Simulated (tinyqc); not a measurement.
What moves the results: model-solid line-up of a strained alloy layer on a substrate. A value that a table varies takes the place of the one given here.

All values of the alloy are linear in x but the gap, Eg(x) = (1 - x) Eg_A + x Eg_B - C x (1 - x), and the valence edge, Ev(x) = (1 - x) Ev_A + x Ev_B + fv C x (1 - x); Ec = Ev + Eg. Ev is the top of the unstrained valence band on a scale common to all materials. In the layer only the Gamma valley of the conduction band is followed, also where an X or L valley would lie lower.

Coherent growth on a (001) face: e_par = (a_s - a)/a, e_perp = -2 (C12/C11) e_par; exx = eyy = e_par, ezz = e_perp, no shear.

Strained edges: Ec + ac tr(e); the valence edges are Ev plus the levels of the 6 x 6 matrix of X, Y, Z times spin with -Dso/3 + l exx + m (eyy + ezz) on the diagonal (cyclic), n exy off it, l = av + 2 b, m = av - b, n = sqrt(3) d. Spin-orbit term (Dso/3) L.sigma on X, Y, Z with (L_k)_ij = -i epsilon_kij: <X+|H|Y+> = -i Dso/3, <X+|H|Z-> = Dso/3, <Y+|H|Z-> = -i Dso/3, <Z+|H|X-> = -Dso/3, <Z+|H|Y-> = i Dso/3, <X-|H|Y-> = i Dso/3, and their conjugates; + and - are the spin along z.

dEc = Ec(substrate) - Ec(layer), dEv = Ev(layer) - Ev(substrate); positive values confine the carrier in the layer. Type I: both of one sign; type II: opposite signs; type III: the gaps do not overlap.

Coherent growth: e_par = (a_s - a)/a. (001): e_perp = -2 (C12/C11) e_par; exx = eyy = e_par, ezz = e_perp, no shear. (111): e_perp = -(2 C11 + 4 C12 - 4 C44)/(C11 + 2 C12 + 4 C44) e_par; exx = eyy = ezz = (2 e_par + e_perp)/3 and exy = eyz = ezx = (e_perp - e_par)/3. (110): e_perp = -(C11 + 3 C12 - 2 C44)/(C11 + C12 + 2 C44) e_par; exx = eyy = (e_par + e_perp)/2, ezz = e_par, exy = (e_perp - e_par)/2, eyz = ezx = 0.

Parameters, chosen for this exercise (A near GaP, B near GaAs, substrate near GaAs; shifted at random, so the results belong to these values and not to a real crystal):
```
symbol  value           unit      meaning
a       (5.453, 5.657)  angstrom  lattice constant of A, B
Eg      (2.846, 1.524)  eV        gap at Gamma to the s-like level of A, B
Dso     (0.081, 0.337)  eV        spin-orbit splitting of A, B
Ev      (-1.25, -0.81)  eV        top of the unstrained valence band of A, B
ac      (-8.29, -7.11)  eV        conduction deformation potential of A, B
av      (1.7, 1.14)     eV        valence hydrostatic potential of A, B
b       (-1.58, -1.99)  eV        tetragonal shear potential of A, B
d       (-4.66, -4.87)  eV        trigonal shear potential of A, B
C11     (141.1, 122.3)  GPa       of A, B
C12     (61.8, 55.9)    GPa       of A, B
C44     (70.3, 60)      GPa       of A, B
C       0.198           eV        bowing of the gap
fv      0.2                       share of the bowing taken by the valence edge
a_s     5.657           angstrom  substrate
Eg_s    1.524           eV        lowest gap of the substrate
Ev_s    -0.81           eV        substrate valence edge
face    001                       growth face
x       0.44                      fraction of B
```

## Composition against offsets

Each composition is strained to the same substrate.

Results:
```
x     e_par (%)  relaxed gap (eV)  strained gap (eV)  valence splitting (meV)  dEc (eV)  dEv (eV)  type
0.20       2.97             2.550              2.076                      246    -0.413    -0.140     I
0.31       2.55             2.394              1.996                      211    -0.350    -0.123     I
0.42       2.14             2.243              1.918                      176    -0.288    -0.106     I
0.53       1.72             2.096              1.841                      141    -0.229    -0.088     I
0.64       1.32             1.954              1.766                      106    -0.172    -0.070     I
0.75       0.91             1.817              1.691                       72    -0.117    -0.050     I
0.86       0.51             1.685              1.617                       40    -0.064    -0.029     I
0.97       0.11             1.558              1.544                        8    -0.013    -0.006     I
```

What does this show, and why?

The layer stays under tension over this range. The strained gap runs from 2.076 to 1.544 eV, against 2.550 to 1.558 eV for the relaxed alloy: strain takes back part of the change that the composition makes. Strains above 2 % can be kept only in layers of a few nanometres. The line-up is type I throughout, with the layer as the barrier. Offsets below about 50 meV are within the spread of parameter sets, so those rows do not settle the type. Where the alloy is indirect its X or L edge, left out, lies lower and sets the real gap and dEc.

## The same layer on three faces

Composition and substrate are kept.

Results:
```
face   e_perp (%)  tr(e) (%)  shift of Ec (meV)  shift of Ev (meV)  valence splitting (meV)  gap (eV)
(001)      -1.837      2.285             -177.5              133.8                    169.3    1.9041
(111)      -0.959      3.163             -245.8              171.8                    208.7    1.7979
(110)      -1.140      2.983             -231.8              164.2                    197.7    1.8196
```

What does this show, and why?

The layer yields most along the normal on (001) and least on (111), so the volume change, and with it the shift of Ec, is largest on (111). The valence splitting, set by b on (001), by d on (111) and by both on (110), is largest on (111). The gaps span 106 meV, from (111) to (001).

## What each parameter does

Strained gap, valence splitting and offsets. Each row changes one parameter from the base and keeps the others.

Results:
```
case                       gap (eV)  splitting (meV)  dEc (eV)  dEv (eV)
base                         1.9041            169.3   -0.2773   -0.1028
x = 0.46                     1.8901            162.9   -0.2665   -0.0996
a_s = 5.677 angstrom         1.8460            202.5   -0.2463   -0.0758
C = 0.298 eV                 1.8795            169.3   -0.2576   -0.0979
fv = 0.4                     1.9041            169.3   -0.2871   -0.0930
Ev_s = -0.76 eV              1.9041            169.3   -0.2273   -0.1528
C12 = (71.07, 64.285) GPa    1.9211            182.6   -0.2988   -0.0983
b = (-1.817, -2.288) eV      1.8860            197.7   -0.2773   -0.0847
Dso = (0.093, 0.388) eV      1.9068            166.6   -0.2773   -0.1054
```

How do the results move?

The largest shifts from the base row, up to three for each result and ties (the steps differ in size, so this ranks the rows, not the parameters). gap (eV): a_s -0.0581, C -0.0246, b -0.0181; unchanged at the printed digits by fv and Ev_s. splitting (meV): a_s +33.2, b +28.4, C12 +13.4; unchanged at the printed digits by C, fv and Ev_s. dEc (eV): Ev_s +0.0500, a_s +0.0311, C12 -0.0214; unchanged at the printed digits by b and Dso. dEv (eV): Ev_s -0.0500, a_s +0.0270, b +0.0181.

tinyqc: `OMP_NUM_THREADS=1 python tinyqc.py 1081092 1081093 out.jsonl`; about 0.02 s, one thread, shared Intel(R) Xeon(R) Processor @ 2.30GHz.
